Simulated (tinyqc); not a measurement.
Ways to converge the cycle: SCF convergence aids in the sto-6g basis, for BeH+, spin multiplicity 1. Computed by the program tinyqc with PySCF. RHF with one setting changed at a time; a run stops when the energy changes by less than 1e-09 hartree and the error matrix is below 1e-5. The start is the Wolfsberg-Helmholz matrix. Damping d keeps d of the old density; a shift (hartree) raises the virtual levels; DIIS n extrapolates F over n matrices.

Geometry (angstrom):
```
atom       x       y       z
Be    0.0000  0.0000  0.0000
H     0.0000  0.0000  1.4970
```

lowest restricted solution found by these runs and by PySCF = -14.812536 hartree

Largest element of the error matrix X^T (FDS - SDF) X:
```
iteration    plain  damping 0.3  damping 0.6  shift 0.4   DIIS 3   DIIS 8
1          2.0e-01      2.0e-01      2.0e-01    2.0e-01  2.0e-01  2.0e-01
2          4.9e-02      7.2e-02      1.3e-01    6.1e-02  4.9e-02  4.9e-02
3          3.0e-02      4.2e-02      8.1e-02    5.1e-02  2.7e-02  2.7e-02
4          1.7e-02      3.0e-02      5.1e-02    4.2e-02  5.6e-03  5.6e-03
5          9.1e-03      2.1e-02      4.0e-02    3.3e-02  6.7e-04  4.2e-03
6          4.7e-03      1.5e-02      3.3e-02    2.6e-02  6.5e-05  2.6e-04
8          1.2e-03      6.7e-03      2.3e-02    1.5e-02  6.0e-07  5.2e-07
10         3.0e-04      2.9e-03      1.6e-02    8.6e-03        -        -
14         1.9e-05      5.3e-04      7.0e-03    2.5e-03        -        -
20               -      4.0e-05      1.9e-03    3.9e-04        -        -
30               -            -      2.1e-04    1.7e-05        -        -
```

How each run ends:
```
run          iterations  E (hartree)         state
plain                16    -14.81254  lowest found
damping 0.3          24    -14.81254  lowest found
damping 0.6          44    -14.81254  lowest found
shift 0.4            32    -14.81254  lowest found
DIIS 3                8    -14.81254  lowest found
DIIS 8                9    -14.81254  lowest found
```

What does the comparison show, and why?

6 of 6 runs reach the lowest restricted solution found, in 8 to 44 iterations (fastest: DIIS 3). Plain steps already contract here, so damping only slows them. DIIS 3 and DIIS 8 gain by cancelling the error over several earlier matrices, much as a quasi-Newton step does.
